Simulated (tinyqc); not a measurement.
Longitudinal sound in a periodic multilayer: transfer matrices, stop bands and folded phonons: one step, computed by the program tinyqc. Command: `OMP_NUM_THREADS=1 python tinyqc.py 3002229 3002230 out.jsonl multilayer walk`. One thread of a shared host (Intel(R) Xeon(R) Processor @ 2.30GHz), about 0.01 s of CPU time with the checks.

Layers 1 and 2 repeat with period d = d_1 + d_2; waves travel normal to the layers, without loss. State vector (u, s): displacement u and stress divided by omega. Impedances Z = rho v are in 1e6 kg/(m^2 s).

Question. Transfer matrix of one period. A layer maps (u, s) by [[cos p, sin p/Z], [-Z sin p, cos p]], p = 2 pi f d_i/v_i; one period is M = M_2 M_1, and cos(q d) = trace(M)/2.

Inputs (values chosen for the exercise, modelled on silica (layer 1), aluminium nitride (layer 2) and gallium arsenide (substrate)):

| quantity | value | unit |
|---|---|---|
| velocity v_1 | 5900 | m/s |
| thickness d_1 | 6.11 | nm |
| velocity v_2 | 10800 | m/s |
| thickness d_2 | 11.3 | nm |
| frequency f | 105 | GHz |

Z_2 = 34.884

Z_1 = 12.744

Give: phase p_1; phase p_2; M; trace(M)/2.

Answer.

phase p_1 = 0.6832 rad

phase p_2 = 0.6903 rad

M:
```
        1        2
1  0.4511  0.05235
2  -23.43  -0.5023
```

trace(M)/2 = -0.02559

|trace/2| < 1: f lies in a pass band, with q d = 1.5964 rad (folded into 0 to pi).
